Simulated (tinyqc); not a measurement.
# Charge-trap memory cell, step by step

tinyqc, about 0.05 s, one thread, Intel Xeon 2.30GHz (shared host): `OMP_NUM_THREADS=1 python tinyqc.py 2130156 2130157 out.jsonl` Printed values are rounded.

Channel, tunnel oxide, storage layer, blocking layer, gate. N electrons per area sit in a sheet at the centroid and shift the threshold by U = (q/eps0) N (tb/eb + xc tn/en). EOT = t1 + 3.9 (tn/en + tb/eb); tunnel field F = (Vg - U)/EOT; dN/dt = eta (J/q)(1 - N/Nm). Fowler-Nordheim: J = A F^2 exp(-B/F), A = q^2/(16 pi^2 hbar mo phi) (times 1e14 for A/cm^2 with F in V/nm, emitter mass m0), B = (4/3) sqrt(mo/C) phi^1.5, C = hbar^2/(2 m0).

Parameters, values chosen for the exercise; oxide values close to those of silicon dioxide, storage layer close to silicon nitride, blocking layer close to aluminium oxide: tunnel barrier phi = 3.08 eV; tunnelling mass mo = 0.48 m0; tunnel oxide (permittivity 3.9) t1 = 5.4 nm; storage layer tn = 6.5 nm; its relative permittivity en = 7.5; blocking layer tb = 11.6 nm; its relative permittivity eb = 9; charge centroid, share of tn counted from the blocking side xc = 0.52; capture efficiency of an empty layer eta = 0.45; trap density Nm = 1.7e13 cm^-2; storage temperature T = 423 K; shallowest trap depth E1 = 1.09 eV; deepest trap depth E2 = 2.14 eV; attempt frequency nu = 1e13 1/s; gate voltage less flat band and surface potential Vg = 17.8 V; first time step d0 = 2.9e-7 s; growth of the step gr = 1.6; steps n = 8.

Constants: q = 1.602176634e-19 C, kB = 1.380649e-23 J/K, hbar = 1.054571817e-34 J s, m0 = 9.1093837015e-31 kg, Vt = kB T/q, eps0 = 8.8541878128e-14 F/cm where lengths are in cm, hbar^2/(2 m0) = 0.0380998212 eV nm^2. Results are converted to the units shown.

Range of the model: The Fowler-Nordheim form needs F t1 above phi; trap-assisted paths and leakage through the blocking layer are left out.

## Constants of the stack

EOT, the shift for 1e12 electrons per cm^2, the shift with all traps full, and the starting field, current and rate.

EOT = 13.8067 nm
shift for 1e12 cm^-2 = 0.314775 V
shift with all traps full = 5.35117 V
F(0) = 1.28923 V/nm
J(0) = 0.418194 A/cm^2
dN/dt at the start = 1.17457e18 cm^-2 s^-1

## Midpoint steps of growing length

N(half) = N + (d/2) r(N), N(new) = N + d r(N(half)), r = dN/dt; the step starts at d0 and is multiplied by gr each time. Field in the blocking layer (3.9 F + q N/eps0)/eb.

| step | t (s) | N (cm^-2) | U (V) | F (V/nm) | blocking field (V/nm) |
|---|---|---|---|---|---|
| 0 | 0 | 0 | 0.00000 | 1.28923 | 0.558667 |
| 1 | 2.9e-7 | 3.15684e11 | 0.09937 | 1.28204 | 0.561896 |
| 2 | 7.54e-7 | 7.40832e11 | 0.23320 | 1.27234 | 0.566243 |
| 3 | 1.49640e-6 | 1.28149e12 | 0.40338 | 1.26002 | 0.571772 |
| 4 | 2.68424e-6 | 1.92919e12 | 0.60726 | 1.24525 | 0.578396 |
| 5 | 4.58478e-6 | 2.66329e12 | 0.83834 | 1.22851 | 0.585903 |
| 6 | 7.62565e-6 | 3.45766e12 | 1.08839 | 1.21040 | 0.594026 |
| 7 | 1.24910e-5 | 4.28721e12 | 1.34951 | 1.19149 | 0.602509 |
| 8 | 2.02757e-5 | 5.13138e12 | 1.61523 | 1.17224 | 0.611142 |

A converged integration gives U = 1.647 V at the last time; the steps are 1.9 % below that. The tunnel field falls by 9.07 % while the blocking field rises by 9.39 %.

## Retention after ten years

Retention: filled traps are spread evenly in depth from E1 to E2, and each empties at the rate nu exp(-E/kB T). The share left is the mean of exp(-nu t exp(-E/kB T)) = [kB T/(E2 - E1)] [E1x(nu t exp(-E2/kB T)) - E1x(nu t exp(-E1/kB T))], E1x the exponential integral; traps shallower than about Ed = kB T ln(nu t) are empty. t = 3.15576e8 s.

Ed = 1.80447 eV
share left = 0.299519
loss a decade while Ed lies between E1 and E2, kB T ln 10/(E2 - E1) = 0.0799355

The sharp-edge estimate (E2 - Ed)/(E2 - E1) is 0.320; the true edge lies 0.577 kB T deeper.
